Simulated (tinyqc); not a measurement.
Programming of a floating-gate cell by Fowler-Nordheim tunnelling: two steps of the calculation.

Per tunnel area the floating gate has Ctun = 3.9 eps0/tox to the channel (0 V) and Ccg to the control gate, Ct = Ctun/(1 - ag), no other coupling. With the threshold shift U = -Q/Ccg the field is F = ag (Vg - U)/tox, and dU/dt = J/Ccg. Fowler-Nordheim: J = A F^2 exp(-B/F), A = q^2/(16 pi^2 hbar mo phi) (times 1e14 for A/cm^2 with F in V/nm, emitter mass m0), B = (4/3) sqrt(mo/C) phi^1.5, C = hbar^2/(2 m0).

Parameters, values chosen for the exercise; oxide values close to those of silicon dioxide: tunnel barrier phi = 3.08 eV; tunnelling mass mo = 0.41 m0; tunnel oxide thickness tox = 8.5 nm; coupling ratio Ccg/Ct ag = 0.54; tunnel area ar = 1800 nm^2; threshold shift at the start Vt0 = -0.1 V; control-gate voltage Vg = 16.4 V; time step dt = 3.3 us; steps n = 11.

Constants: q = 1.602176634e-19 C, hbar = 1.054571817e-34 J s, m0 = 9.1093837015e-31 kg, eps0 = 8.8541878128e-14 F/cm where lengths are in cm, hbar^2/(2 m0) = 0.0380998212 eV nm^2. Results are converted to the units shown.

Problem 1. Constants of the cell. A, B, Ccg = ag Ct, the starting field and current, K = A B ag/(Ccg tox), and the knee time t0 = exp(B/F(0))/K.

Find: A; B; Ccg; F(0); J(0); K; t0; electrons for 1 V of shift.

Solution 1.

A = 1.2206e8 A cm^-2 (V/nm)^-2
B = 23.643 V/nm
Ccg = 0.47690 uF/cm^2
F(0) = 1.0482 V/nm
J(0) = 0.021485 A/cm^2
K = 3.8444e14 1/s
t0 = 16.238 us
electrons for 1 V of shift = 53.579

Problem 2. Explicit time steps against the exact solution. U(new) = U + dt J(F(U))/Ccg. Exact: exp(B/F(t)) = exp(B/F(0)) + K t, K = A B ag/(Ccg tox), and U = Vg - tox F/ag.

Give: t; F; J; U by steps; U exact.

Solution 2.

t, step 0 to 11 (us): [0, 3.300, 6.600, 9.900, 13.20, 16.50, 19.80, 23.10, 26.40, 29.70, 33.00, 36.30]
F, step 0 to 11 (V/nm): [1.048, 1.039, 1.031, 1.025, 1.020, 1.015, 1.011, 1.007, 1.003, 1.000, 0.997, 0.995]
J, step 0 to 11 (A/cm^2): [0.02149, 0.01719, 0.01434, 0.01230, 0.01077, 0.009575, 0.008618, 0.007833, 0.007177, 0.006621, 0.006144, 0.005729]
U by steps, step 0 to 11 (V): [-0.1000, 0.0487, 0.1676, 0.2668, 0.3519, 0.4264, 0.4927, 0.5523, 0.6065, 0.6562, 0.7020, 0.7445]
U exact, step 0 to 11 (V): [-0.1000, 0.0342, 0.1458, 0.2410, 0.3240, 0.3975, 0.4633, 0.5229, 0.5772, 0.6272, 0.6735, 0.7165]

Range of the model: Programming fields of 10 MV/cm and more wear the oxide; trapping and the channel potential are ignored.

Numbers from tinyqc (`OMP_NUM_THREADS=1 python tinyqc.py 2130008 2130009 out.jsonl`; about 0.01 s on one thread of a shared Intel Xeon 2.30GHz).
